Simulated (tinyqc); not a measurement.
Inputs raised by 2 %, one at a time: rapid thermal processing of a wafer: radiative balance, ramp and cooling, pattern effects, pyrometer error and spike budget. Computed by tinyqc, a small Python program. Command: `OMP_NUM_THREADS=1 python tinyqc.py 3113588 3113589 out.jsonl rtp sens`. One thread of a shared host (Intel(R) Xeon(R) Processor @ 2.30GHz), about 0.1 s of CPU time with the checks.

The wafer is opaque and uniform through its thickness unless said otherwise; temperatures in formulas are in kelvin (C + 273.15). sigma = 5.670374419e-12 W/(cm^2 K^4).

Inputs (values chosen for the exercise, modelled on a hot silicon wafer):
```
quantity                                              value         unit
wafer thickness d                                       725   micrometre
heat capacity per volume C                             2.17   J/(cm^3 K)
thermal conductivity k                                 0.22     W/(cm K)
emissivity eps of each face                            0.69            -
reflectivity of the chamber walls r                    0.53            -
gas heat-transfer coefficient h, both faces together    6.3  mW/(cm^2 K)
wall temperature T_w                                    350            K
process temperature                                    1050            C
starting temperature                                    500            C
ramp rate                                                38          K/s
relative change of absorptivity over a pattern          8.7            %
period of the pattern                                  0.66           mm
activation energy of the process E_a                      2           eV
```

Constants: k_B = 8.617333262e-05 eV/K.

Method:
- Effective emissivity between parallel grey plates: eps_eff = 1/(1/eps + 1/(1 - r) - 1). Loss per area q(T) = 2 eps_eff sigma (T^4 - T_w^4) + h (T - T_w).
- Absorbed power during a ramp = q(T) + C d x ramp rate; thermal time constant tau = C d/(dq/dT), dq/dT = 8 eps_eff sigma T^3 + h; natural cooling rate q/(C d); front-to-back difference under one-sided heating at the end of the ramp = (absorbed power) d/(2 k).
- Cooling with the lamps off: C d dT/dt = -q(T), integrated adaptively (relative tolerance 1e-10).
- Spike anneal: linear ramp to the peak, then lamps off. Equivalent time at the peak = int exp(-(E_a/k_B)(1/T - 1/T_peak)) dt; estimate (k_B T^2/E_a)(1/ramp rate + 1/cooling rate). The ramp part uses 4000 trapezoid steps, the cooling part 4000 steps over 4 tau.
- Time within 50 K of the peak from the same curves.
- At steady state a sinusoidal change of absorbed power of relative amplitude a and period p gives the temperature amplitude a q/(dq/dT + k d (2 pi/p)^2); healing length l = sqrt(k d/(dq/dT)); process change = E_a dT/(k_B T^2). Emissivity is taken as unchanged.

Runs:
```
input moved                                                         from      to  holding power q (W/cm^2)  time constant tau (s)  equivalent time, total (s)  amplitude (K)
base run                                                               -       -                    19.554                 3.3418                      2.4362       0.011764
wafer thickness d (micrometre)                                       725   739.5                    19.554                 3.4086                      2.4492       0.011534
emissivity eps of each face                                         0.69  0.7038                    19.703                 3.3098                      2.4316       0.011854
reflectivity of the chamber walls r                                 0.53  0.5406                    19.303                 3.3968                      2.4442       0.011614
gas heat-transfer coefficient h, both faces together (mW/(cm^2 K))   6.3   6.426                    19.676                 3.3329                      2.4318       0.011838
activation energy of the process E_a (eV)                              2    2.04                    19.554                 3.3418                      2.3910       0.011764
period of the pattern (mm)                                          0.66  0.6732                    19.554                 3.3418                      2.4362       0.012240
thermal conductivity k (W/(cm K))                                   0.22  0.2244                    19.554                 3.3418                      2.4362       0.011534
```

Exponents ln(y'/y) / ln(x'/x):
```
input                                                 holding power q  time constant tau  equivalent time, total  amplitude
wafer thickness d                                               0.000              1.000                   0.267     -1.000
emissivity eps of each face                                     0.385             -0.485                  -0.097      0.385
reflectivity of the chamber walls r                            -0.652              0.824                   0.165     -0.652
gas heat-transfer coefficient h, both faces together            0.316             -0.135                  -0.092      0.316
activation energy of the process E_a                            0.000              0.000                  -0.946      0.000
period of the pattern                                           0.000              0.000                   0.000      1.999
thermal conductivity k                                          0.000              0.000                   0.000     -1.000
```

Which inputs matter most for each result?

Among the inputs moved here: holding power q answers most in size to reflectivity of the chamber walls r (exponent -0.652), next to emissivity eps of each face (+0.385); its exponent is below 0.0005 for wafer thickness d, activation energy of the process E_a, period of the pattern, thermal conductivity k. Time constant tau answers most in size to wafer thickness d (exponent +1.000), next to reflectivity of the chamber walls r (+0.824); its exponent is below 0.0005 for activation energy of the process E_a, period of the pattern, thermal conductivity k. Its exponent +1.000 in wafer thickness d: thermal mass. Equivalent time, total answers most in size to activation energy of the process E_a (exponent -0.946), next to wafer thickness d (+0.267); its exponent is below 0.0005 for period of the pattern, thermal conductivity k. Amplitude answers most in size to period of the pattern (exponent +1.999), next to wafer thickness d (-1.000); its exponent is below 0.0005 for activation energy of the process E_a. Its exponent +1.999 in period of the pattern: conduction smooths short periods.
